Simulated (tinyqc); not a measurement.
Inputs raised by 10 %, one at a time: four-point probe, van der Pauw, Hall and spreading-resistance readings of a semiconductor layer. Computed by tinyqc, a small Python program. Command: `OMP_NUM_THREADS=1 python tinyqc.py 3113832 3113833 out.jsonl probe sens`. One thread of a shared host (Intel(R) Xeon(R) Processor @ 2.30GHz), about 0.01 s of CPU time with the checks.

The layer is uniform and ohmic; contacts are points unless a radius is given.

Inputs (values chosen for the exercise, modelled on p-type silicon):

| quantity | value | unit |
|---|---|---|
| carrier density n | 4.1e+19 | 1/cm^3 |
| drift mobility mu | 52.1 | cm^2/(V s) |
| layer thickness t | 120 | micrometre |
| probe spacing s | 1.588 | mm |
| current I | 1 | mA |
| side ratio a/b of the van der Pauw rectangle | 1.9 | - |

Backing of the layer: insulating.

Constants: e = 1.602176634e-19 C.

Method:
- rho = 1/(e n mu); R_s = rho/t.
- Collinear probes with equal spacing on a layer with insulating backing: images at depth 2 m t give V = (rho I/(2 pi s)) G, G = 1 + 4 sum_(m>=1) [1/sqrt(1 + (2 m u)^2) - 1/sqrt(4 + (2 m u)^2)], u = t/s; the sum runs to m = 20000, with the tail 3/(32 u^3 M^2) added to the sum for M = 20000.
- Limits: thick, rho = 2 pi s V/I; thin on an insulator, rho = (pi/ln 2) t V/I.
- Thin rectangle with point contacts at the corners; for R_B current and voltage contacts lie along the two sides of length a, for R_A along those of length b: exp(-pi R_A/R_s) = (theta_4/theta_3)^4, exp(-pi R_B/R_s) = (theta_2/theta_3)^4 with q = exp(-pi a/b), theta_2 = 2 sum_(m>=0) q^((m + 1/2)^2), theta_3 = 1 + 2 sum_(m>=1) q^(m^2), theta_4 = 1 + 2 sum_(m>=1) (-1)^m q^(m^2).

Runs:

| input moved | from | to | voltage V (mV) | sheet resistance R_s (ohm/square) | rho by the thin formula (ohm cm) | R_B (ohm) |
|---|---|---|---|---|---|---|
| base run | - | - | 0.05372 | 0.2435 | 0.002922 | 0.2493 |
| carrier density n (1/cm^3) | 4.1e+19 | 4.51e+19 | 0.04884 | 0.2214 | 0.002656 | 0.2267 |
| drift mobility mu (cm^2/(V s)) | 52.1 | 57.31 | 0.04884 | 0.2214 | 0.002656 | 0.2267 |
| layer thickness t (micrometre) | 120 | 132 | 0.04884 | 0.2214 | 0.002922 | 0.2267 |
| probe spacing s (mm) | 1.588 | 1.7468 | 0.05372 | 0.2435 | 0.002922 | 0.2493 |
| current I (mA) | 1 | 1.1 | 0.05910 | 0.2435 | 0.002922 | 0.2493 |
| side ratio a/b of the van der Pauw rectangle | 1.9 | 2.09 | 0.05372 | 0.2435 | 0.002922 | 0.2949 |

Exponents ln(y'/y) / ln(x'/x):

| input | voltage V | sheet resistance R_s | rho by the thin formula | R_B |
|---|---|---|---|---|
| carrier density n | -1 | -1 | -1 | -1.000 |
| drift mobility mu | -1 | -1 | -1 | -1.000 |
| layer thickness t | -1 | -1 | 0 | -1.000 |
| probe spacing s | 0 | 0 | 0 | 0.000 |
| current I | 1 | 0 | 0 | 0.000 |
| side ratio a/b of the van der Pauw rectangle | 0 | 0 | 0 | 1.761 |

Which inputs matter most for each result?

Among the inputs moved here: voltage V answers most in size to carrier density n (exponent -1.000), and about equally to drift mobility mu (-1.000), layer thickness t (-1.000), current I (+1.000); its exponent is below 0.0005 for probe spacing s, side ratio a/b of the van der Pauw rectangle. Its exponent -1.000 in layer thickness t: a thin layer, V = R_s I ln 2/pi. Its exponent 0.000 in probe spacing s: a thin layer does not feel the spacing. Sheet resistance R_s answers most in size to carrier density n (exponent -1.000), and about equally to drift mobility mu (-1.000), layer thickness t (-1.000); its exponent is below 0.0005 for probe spacing s, current I, side ratio a/b of the van der Pauw rectangle. rho by the thin formula answers most in size to carrier density n (exponent -1.000), and about equally to drift mobility mu (-1.000); its exponent is below 0.0005 for layer thickness t, probe spacing s, current I, side ratio a/b of the van der Pauw rectangle. R_B answers most in size to side ratio a/b of the van der Pauw rectangle (exponent +1.761), next to carrier density n (-1.000); its exponent is below 0.0005 for probe spacing s, current I.
